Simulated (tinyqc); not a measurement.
Inside a calculation. Method: G0W0 on RHF in the 6-311g basis, for H2, spin multiplicity 1. One step of it, computed by the program tinyqc.

Task: G0W0 on Hartree-Fock: HOMO. W(p,q,m) = sqrt2 sum_ia (pq|ia) (X+Y)_ia,m; Sigma_c(x) = sum_(i,m) W^2/(x - e_i + w_m) + sum_(a,m) W^2/(x - e_a - w_m); solve x = e_p + Sigma_c(x) by Newton steps; Z = 1/(1 - dSigma/dx); 1 hartree = 27.211386 eV.

orbital energies (hartree): MO1 -0.530830, MO2 0.125999, MO3 0.326547, MO4 0.556389, MO5 2.541921, MO6 2.646858

Two-electron integrals over orbitals (pq|rs), unique and non-zero (hartree):
```
p,q,r,s,(pq|rs)
1,1,1,1,0.573686
2,1,2,1,0.071502
2,2,1,1,0.368835
2,2,2,2,0.315783
3,1,1,1,-0.120750
3,1,2,2,-0.038493
3,1,3,1,0.054130
3,2,2,1,0.013923
3,2,3,2,0.030126
3,3,1,1,0.356225
3,3,2,2,0.280906
3,3,3,1,-0.039257
3,3,3,3,0.281336
4,1,2,1,-0.074323
4,1,3,2,0.007928
4,1,4,1,0.096746
4,2,1,1,-0.140176
4,2,2,2,-0.059665
4,2,3,1,0.048212
4,2,3,3,-0.051685
4,2,4,2,0.065044
4,3,2,1,0.049622
4,3,3,2,0.014336
4,3,4,1,-0.049950
4,3,4,3,0.041339
4,4,1,1,0.457751
4,4,2,2,0.335192
4,4,3,1,-0.080579
4,4,3,3,0.306814
4,4,4,2,-0.102075
4,4,4,4,0.397376
5,1,2,1,-0.028714
5,1,3,2,0.019626
5,1,4,1,0.054689
5,1,4,3,-0.028586
5,1,5,1,0.075451
5,2,1,1,-0.029292
5,2,2,2,0.005863
5,2,3,1,0.024529
5,2,3,3,-0.005560
5,2,4,2,0.012096
5,2,4,4,-0.019392
5,2,5,2,0.029126
5,3,2,1,0.034095
5,3,3,2,-0.007864
5,3,4,1,-0.048318
5,3,4,3,0.024111
5,3,5,1,-0.042123
5,3,5,3,0.031677
5,4,1,1,0.127473
5,4,2,2,0.039154
5,4,3,1,-0.057786
5,4,3,3,0.046046
5,4,4,2,-0.052849
5,4,4,4,0.089463
5,4,5,2,-0.040976
5,4,5,4,0.084525
5,5,1,1,0.600767
5,5,2,2,0.383102
5,5,3,1,-0.141198
5,5,3,3,0.361747
5,5,4,2,-0.159218
5,5,4,4,0.492505
5,5,5,2,-0.062524
5,5,5,4,0.186369
5,5,5,5,0.726955
6,1,1,1,-0.063021
6,1,2,2,-0.018027
6,1,3,1,0.038854
6,1,3,3,-0.018876
6,1,4,2,0.031629
6,1,4,4,-0.054100
6,1,5,2,0.038302
6,1,5,4,-0.067800
6,1,5,5,-0.133385
6,1,6,1,0.071023
6,2,2,1,-0.011585
6,2,3,2,0.007194
6,2,4,1,0.022340
6,2,4,3,-0.014532
6,2,5,1,0.036367
6,2,5,3,-0.017765
6,2,6,2,0.019931
6,3,1,1,0.089202
6,3,2,2,0.037944
6,3,3,1,-0.035056
6,3,3,3,0.032660
6,3,4,2,-0.037556
6,3,4,4,0.066512
6,3,5,2,-0.019003
6,3,5,4,0.048545
6,3,5,5,0.125898
6,3,6,1,-0.038761
6,3,6,3,0.032573
6,4,2,1,0.028424
6,4,3,2,-0.019285
6,4,4,1,-0.051723
6,4,4,3,0.023178
6,4,5,1,-0.062783
6,4,5,3,0.037728
6,4,6,2,-0.030714
6,4,6,4,0.057805
6,5,2,1,0.112839
6,5,3,2,-0.007895
6,5,4,1,-0.145332
6,5,4,3,0.084905
6,5,5,1,-0.121841
6,5,5,3,0.090541
6,5,6,2,-0.056394
6,5,6,4,0.109995
6,5,6,5,0.287581
6,6,1,1,0.597284
6,6,2,2,0.373795
6,6,3,1,-0.136788
6,6,3,3,0.361495
6,6,4,2,-0.156213
6,6,4,4,0.483496
6,6,5,2,-0.060590
6,6,5,4,0.179416
6,6,5,5,0.705329
6,6,6,1,-0.118235
6,6,6,3,0.118719
6,6,6,6,0.696523
```

excitation energies w (hartree): 0.747252  0.956142  1.281548  3.223426  3.317677

X + Y:
```
,1,2,3,4,5
1>2,0.912071,0.000000,-0.165258,-0.008062,0.000000
1>3,0.000000,0.946639,0.000000,0.000000,0.012925
1>4,0.279152,0.000000,0.895062,0.026689,0.000000
1>5,0.013685,0.000000,-0.075625,0.975161,0.000000
1>6,0.000000,-0.046351,0.000000,0.000000,0.978359
```

Give: The 12 largest terms at x = e_p; Newton steps; quasiparticle energy of the HOMO; Hartree-Fock value.

Result:

The 12 largest terms at x = e_p (hartree; W for the signs of X + Y given):
```
q,m,W,term
1,2,-0.158,0.026
4,3,0.134,-0.008
2,3,-0.108,-0.006
2,1,0.062,-2.77e-03
3,2,0.070,-2.70e-03
1,5,-0.089,2.41e-03
5,4,0.106,-1.80e-03
4,1,-0.057,-1.75e-03
6,5,0.099,-1.51e-03
4,4,0.080,-1.48e-03
5,3,0.068,-1.06e-03
3,5,0.055,-7.18e-04
```

Newton steps (hartree):
```
step,x,Sigma_c(x),Z
0,-0.531,-5.38e-05,0.961
1,-0.531,-5.17e-05,0.961
```

quasiparticle energy of the HOMO = -14.446 eV

Hartree-Fock value = -14.445 eV
